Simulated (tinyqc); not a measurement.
## Inductance and parasitic capacitance from two readings

Question. A loss-free coil L in parallel with C shows the apparent inductance L/(1 - w^2 L C), w = 2 pi f. Find L, C and the self-resonance 1/(2 pi sqrt(L C)).

apparent inductance at 3.3 and 6.1 GHz (nH): [8.7236846, 16.501998]

Solution. The inverse of the reading is 1/L - w^2 C, a straight line in w^2.

L = 7.30 nH
C = 52.0 fF
self-resonance = 8.17 GHz

Numbers from tinyqc (`OMP_NUM_THREADS=1 python tinyqc.py 2302078 2302079 out.jsonl`; about 0.01 s on one thread of a shared Intel Xeon 2.30GHz).
